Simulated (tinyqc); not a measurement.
Hubbard ring of 4 sites, step by step. Computed by tinyqc, a small Python program that keeps every step. Settings: hopping = 1.27, U = 4.6, mixing = 1, iteration cap = 78. Command: `OMP_NUM_THREADS=1 python tinyqc.py 25662 25663 out.jsonl` (the two numbers bound the seeds that draw the settings). One thread of a shared host (Intel(R) Xeon(R) Processor @ 2.60GHz), about 0.2 s of CPU time with the checks. Later iterations appear only in the table of the cycle.

## Mean-field iteration 1

one-body matrix (hopping and site energies) (eV):
```
           1          2          3          4
1   0.450000  -1.270000   0.000000  -1.270000
2  -1.270000   0.170000  -1.270000   0.000000
3   0.000000  -1.270000   0.330000  -1.270000
4  -1.270000   0.000000  -1.270000  -0.130000
```

U = 4.600000 eV

electrons, up and down: 2  2

mixing = 1

n(up) at the start (a guess, not normalised): 1 0.550000, 2 0.450000, 3 0.550000, 4 0.450000

n(down) at the start (a guess): 1 0.450000, 2 0.550000, 3 0.450000, 4 0.550000

H(up) = T + U n(down), H(down) = T + U n(up); fill the lowest levels; n(new) = n + mixing (n(out) - n); E = tr T (rho up + rho down) + U sum n_up n_down of the output.

levels, up (eV): -0.040400  2.459911  2.549826  5.050662

levels, down (eV): -0.075221  2.092868  2.919552  5.082800

energy = -1.003338 eV

n(up) after iteration 1: 1 0.739024, 2 0.217971, 3 0.766327, 4 0.276678

n(down) after iteration 1: 1 0.201854, 2 0.768419, 3 0.219075, 4 0.810651

## Mean-field iteration 2

As before.

levels, up (eV): -0.282302  1.358286  3.650869  5.293147

levels, down (eV): -0.370319  1.157787  3.852303  5.380228

energy = -1.534543 eV

n(up) after iteration 2: 1 0.851300, 2 0.143218, 3 0.854354, 4 0.151128

n(down) after iteration 2: 1 0.133031, 2 0.866203, 3 0.132679, 4 0.868088

## Mean-field iteration 3

As before.

levels, up (eV): -0.449907  1.002849  3.999058  5.468001

levels, down (eV): -0.623287  0.706652  4.311436  5.625199

energy = -1.592331 eV

n(up) after iteration 3: 1 0.873708, 2 0.114892, 3 0.880444, 4 0.130956

n(down) after iteration 3: 1 0.102934, 2 0.889170, 3 0.107471, 4 0.900425

## Convergence

Each step fills the lowest levels of T + U n(other spin) and sets n(new) = n + mixing (n(out) - n); stop when output and input agree to 1e-8.

Course of the cycle:
```
iteration       E (eV)  largest |n(out) - n(in)|  mean |n_up - n_down|
1          -1.00333827                  2.61e-01              0.542210
2          -1.53454297                  1.26e-01              0.719973
3          -1.59233086                  3.23e-02              0.771874
4          -1.59654768                  9.71e-03              0.785511
5          -1.59681105                  1.97e-03              0.788821
6          -1.59682684                  5.60e-04              0.789644
7          -1.59682777                  1.12e-04              0.789841
8          -1.59682783                  3.21e-05              0.789890
9          -1.59682783                  6.49e-06              0.789902
10         -1.59682783                  1.86e-06              0.789905
11         -1.59682783                  3.78e-07              0.789905
12         -1.59682783                  1.09e-07              0.789905
13         -1.59682783                  2.22e-08              0.789905
14         -1.59682783                  6.39e-09              0.789905
```

local moments n_up - n_down: 1 0.789249, 2 -0.791536, 3 0.790562, 4 -0.788275

Converged in 14 iterations. Before convergence this energy mixes input and output and is not variational, so it may rise towards its limit.

## Exact diagonalisation (36 states)

Lowest levels of the sector, and the double occupancy of the lowest state.

lowest levels (eV): -2.001015  -1.652108  -0.704007  -0.312780  -0.311741  0.820000

double occupancy per site = 0.078514

The mean-field solution above lies 0.4042 eV above the exact energy.

## The lowest level by Lanczos steps

From a random start vector (not printed): a_j = <q_j|H|q_j>, b_j = norm of the remainder after orthogonalising; the Ritz value is the lowest eigenvalue of the tridiagonal matrix of a and b so far.

Lanczos:
```
j   a_j (eV)  b_j (eV)  lowest Ritz value (eV)
1   2.962838  3.108491              2.96283839
2   4.058757  4.962326              0.35437928
3   5.425168  2.760570             -1.58176753
4   5.877444  3.418799             -1.85683327
5   5.306036  4.265768             -1.93307488
6   6.805546  3.923335             -1.97462316
7   6.576305  3.052998             -1.99312424
8   6.479874  3.764276             -1.99727634
9   4.806527  3.093424             -1.99905586
10  5.670550  3.608903             -1.99968630
```
